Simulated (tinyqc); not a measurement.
# Octagonal on-chip spiral inductor, lumped pi model: what changes with what

Outer diameter do = di + 2 n wd + 2 (n - 1) sp, mean da = (do + di)/2, fill p = (do - di)/(do + di), length l = 3.314 n da. L = 2.25 mu0 n^2 da/(1 + 3.55 p), mu0 = 4 pi 1e-7 H/m. Rs = rho l/(wd delta (1 - exp(-th/delta))), delta = sqrt(rho/(pi f mu0)). Cs = n wd^2 eps0 eo/hu across the coil. At each end Cox = l wd eps0 eo/(2 ho) leads to the substrate branch Rsi = 2 rs he/(l wd) in parallel with Csi = l wd eps0 11.7/(2 he). With one end grounded Y = 1/(Rs + i w L) + i w Cs + 1/[1/(i w Cox) + 1/(1/Rsi + i w Csi)], w = 2 pi f; Q = -Im Y/Re Y. Eddy currents in neighbouring turns and in the substrate are left out.

Parameters, values chosen for the exercise; values of the order met in silicon radio-frequency processes:
```
symbol  value     unit                                     meaning
n         4.5                                      number of turns
wd         10       um                                  line width
sp        1.5       um                         space between turns
di         60       um                              inner diameter
th        3.4       um                             metal thickness
rho       1.9  uohm cm                           metal resistivity
ho        8.2       um                        oxide below the coil
hu        0.9       um            oxide between coil and underpass
eo        3.9                   relative permittivity of the oxide
rs         10   ohm cm                       substrate resistivity
he         50       um  effective spreading depth in the substrate
f           8      GHz                                   frequency
```

Constants: eps0 = 8.8541878128e-12 F/m. Results are converted to the units shown.

Each table varies one quantity; the others keep the values above.

## Quality factor against frequency

Apparent inductance Im(1/Y)/w; share of the loss Re(substrate branch)/Re Y.

Quality factor against frequency:

| f (GHz) | Rs (ohm) | w L/Rs | Q | apparent inductance (nH) | loss in the substrate (%) |
|---|---|---|---|---|---|
| 0.31 | 1.372 | 3.424 | 3.422 | 2.412 | 0.004808 |
| 0.51 | 1.519 | 5.086 | 5.078 | 2.414 | 0.03023 |
| 0.83 | 1.715 | 7.331 | 7.293 | 2.419 | 0.1809 |
| 1.4 | 2.005 | 10.58 | 10.35 | 2.433 | 1.172 |
| 2.2 | 2.348 | 14.20 | 13.15 | 2.464 | 5.278 |
| 3.6 | 2.853 | 19.12 | 14.36 | 2.545 | 20.58 |
| 5.9 | 3.541 | 25.24 | 11.23 | 2.747 | 49.00 |
| 9.7 | 4.471 | 32.87 | 6.031 | 3.364 | 73.72 |
| 16 | 5.707 | 42.47 | 1.337 | 6.209 | 87.36 |

Q goes from 3.42 through a maximum of 14.4 (at f = 3.6 GHz among the rows listed) to 1.34; the exact peak is 14.4 at 3.31 GHz and Q reaches zero at the self-resonance, 18.6 GHz. The share of the substrate rises from 0.00481 to 87.4 %, and the apparent inductance ends at 2.58 times L. At the peak the substrate takes 16.8 % of the loss. For f = 16 the coil is longer than 0.15 of a wavelength in the oxide, where one lumped section is rough.

## Effect of the line width

Same model as above.

Peak Q and its frequency from a search over f; self-resonance where Im Y = 0; Q at the given f (negative beyond resonance).

Effect of the line width:

| wd (um) | L (nH) | do (um) | peak Q | f of the peak (GHz) | self-resonance (GHz) | Q at f |
|---|---|---|---|---|---|---|
| 2 | 2.529 | 88.50 | 9.476 | 15.74 | 66.74 | 8.361 |
| 4 | 2.394 | 106.5 | 11.43 | 7.568 | 40.92 | 11.42 |
| 6 | 2.357 | 124.5 | 12.70 | 5.110 | 29.58 | 11.44 |
| 9 | 2.388 | 151.5 | 14.06 | 3.605 | 20.60 | 9.035 |
| 13 | 2.505 | 187.5 | 15.35 | 2.677 | 14.27 | 5.191 |
| 18 | 2.707 | 232.5 | 16.50 | 2.059 | 9.943 | 1.666 |
| 25 | 3.036 | 295.5 | 17.64 | 1.568 | 6.656 | -1.132 |

As wd goes from 2 to 25, L goes from 2.53 through a minimum of 2.36 (at wd = 6 among the rows listed) to 3.04 nH, the peak Q rises from 9.48 to 17.6, its frequency falls from 15.7 to 1.57 GHz and the self-resonance falls from 66.7 to 6.66 GHz.

Program tinyqc, `OMP_NUM_THREADS=1 python tinyqc.py 2302221 2302222 out.jsonl`; Intel Xeon 2.30GHz, shared host, one thread, about 0.01 s.
